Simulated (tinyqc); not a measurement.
Heat flow across a film from the phonon Boltzmann equation in the relaxation-time approximation: one step, computed by the program tinyqc. Command: `OMP_NUM_THREADS=1 python tinyqc.py 3010864 3010865 out.jsonl slabbte walk`. One thread of a shared host (Intel(R) Xeon(R) Processor @ 2.30GHz), about 0.01 s of CPU time with the checks.

Two black walls, hot at x = 0 and cold at x = L, emit phonons isotropically. For one free path Lambda, with tau = x/Lambda, tau_L = L/Lambda and phi = (T - T_cold)/Delta T, energy balance gives phi(tau) = (1/2) [E2(tau) + int_0^tau_L phi(s) E1(|tau - s|) ds]; E_n are the exponential integrals. The flux over the ballistic flux C v Delta T/4 is psi = 1 - 2 int_0^tau_L phi(s) E2(s) ds, and kappa_eff/kappa = (3/4) tau_L psi. kappa = C v Lambda/3 is an input, so at fixed kappa a longer free path means a smaller C v.

Problem. The small linear system for Lambda_1. Cut the film into n equal cells with constant phi, collocated at the centres c_i: the kernel integrates to A_ij = |E2(|c_i - e_j|) - E2(|c_i - e_(j+1)|)|/2 for cell edges e_j, and A_ii = 1 - E2(half a cell); solve (1 - A) phi = E2(c)/2; psi = 1 - 2 sum_j phi_j [E3(e_j) - E3(e_(j+1))].

Inputs (values chosen for the exercise, modelled on gallium oxide): film thickness L = 130 nm; free path Lambda_1 = 28 nm; cells n in the small system = 5.

Give: optical thickness tau_L; 1 - A; right-hand side E2(c)/2; flux weights E3(e_j) - E3(e_(j+1)).

Solution.

optical thickness tau_L = 4.643

1 - A, lower triangle (symmetric):
```
         1        2        3        4       5
1   0.3474
2  -0.1314   0.3474
3  -0.0300  -0.1314   0.3474
4  -0.0085  -0.0300  -0.1314   0.3474
5  -0.0026  -0.0085  -0.0300  -0.1314  0.3474
```

right-hand side E2(c)/2: 0.1737  0.04236  0.01241  0.003923  0.001296

flux weights E3(e_j) - E3(e_(j+1)): 0.3791  0.08485  0.02449  0.007691  0.002531
